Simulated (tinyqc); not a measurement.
Transfer curve: field-effect mobility of a thin-film transistor with band-tail and deep states (multiple trapping). Computed by tinyqc, a small Python program. Command: `OMP_NUM_THREADS=1 python tinyqc.py 3022955 3022956 out.jsonl tft walk`. One thread of a shared host (Intel(R) Xeon(R) Processor @ 2.30GHz), about 0.07 s of CPU time with the checks.

A thick film in accumulation at small drain voltage. Only free electrons move; trapped ones still screen the gate. N_c and mu_0 are held fixed when T changes, leaving out the T^(3/2) growth of N_c. x = E_0 - psi is the distance of the Fermi level below the band edge.

Inputs (values chosen for the exercise, modelled on polycrystalline silicon):
```
quantity                                     value         unit
permittivity eps                              11.7            -
effective density of states N_c            2.8e+19       1/cm^3
band mobility mu_0                             160   cm^2/(V s)
tail density at the edge g_t               7.9e+20  1/(eV cm^3)
tail width E_t                                  53          meV
deep-state density g_d                     7.5e+16  1/(eV cm^3)
flat-band Fermi level below the edge, E_0     0.54           eV
equivalent oxide thickness t                    71           nm
temperature T                                  300            K
```

Deep states: included.

Constants: k_B = 8.617333262e-05 eV/K; e = 1.602176634e-19 C; eps_0 = 8.8541878128e-12 F/m.

Method:
- F_j(eta) = int_0^infinity x^j/(1 + exp(x - eta)) dx, without a gamma-function factor.
- Integrals over x = E/(k_B T) use 160 Gauss-Legendre points in u = sqrt(x) from 0 to sqrt(max(eta, 0) + 32).
- Free n(x) = N_c (2/sqrt(pi)) F_1/2(-x/k_B T), with F_1/2 from its two-term series in exp(-x/k_B T) for x >= 12 k_B T; tail n_t(x) = int_0^1.2eV g_t exp(-E/E_t)/(1 + exp((x - E)/k_B T)) dE, E counted down from the edge, 120 Gauss-Legendre points; deep charge g_d psi; space charge rho(psi) = n + n_t + g_d psi less its value at psi = 0.
- Poisson: F(psi) = sqrt((2 e/(eps eps_0)) int_0^psi rho dpsi'); V_G - V_FB = psi_s + eps F(psi_s) t/3.9; free sheet density N_f = int (n - n(E_0))/F dpsi; induced sheet density N_i = eps eps_0 F(psi_s)/e; trapezoid rule on 301 even points in psi, the first interval left out of N_f.
- mu_eff = mu_0 N_f/N_i; field-effect mobility mu_FE = mu_0 e (dN_f/dV_G)/C_ox and swing S = dV_G/dlog10(N_f), by a central difference of +/- 2 mV in psi_s; C_ox = 3.9 eps_0/t.

Against the band bending:
```
psi_s (V)  V_G - V_FB (V)  N_f (1/cm^2)  mu_eff (cm^2/(V s))  mu_FE (cm^2/(V s))  S (mV/decade)
0.19                1.059    3.1249e+07           1.8957e-02          5.3126e-02            714
0.27                2.059    3.2784e+08           9.6580e-02          2.9892e-01           1332
0.33                3.415    1.9381e+09           3.3119e-01          1.0353e+00           2273
0.39                5.747    1.1400e+10           1.1216e+00          3.5081e+00           3946
0.43                8.185    3.6989e+10           2.5141e+00          7.8833e+00           5698
0.48               12.761    1.5936e+11           6.8396e+00          2.1524e+01           8991
0.51               16.616    3.7519e+11           1.2278e+01          3.8179e+01          11932
0.55               23.426    1.0861e+12           2.5024e+01          7.1686e+01          18390
0.59               32.502    2.6298e+12           4.3436e+01          1.0452e+02          30535
```

The steepest swing among the rows is 714 mV/decade. mu_eff climbs from 0.019 to 43, 27 % of mu_0 in the last row. Between rows 6 and 7 N_f scales as (V_G - V_FB - psi_s)^3.16; an exponential tail holding all the charge would give the larger of 1 and 2 E_t/k_B T - 1, here 3.10, and free charge alone 1; charge in deep states makes the exponent larger and lets it vary with V_G.
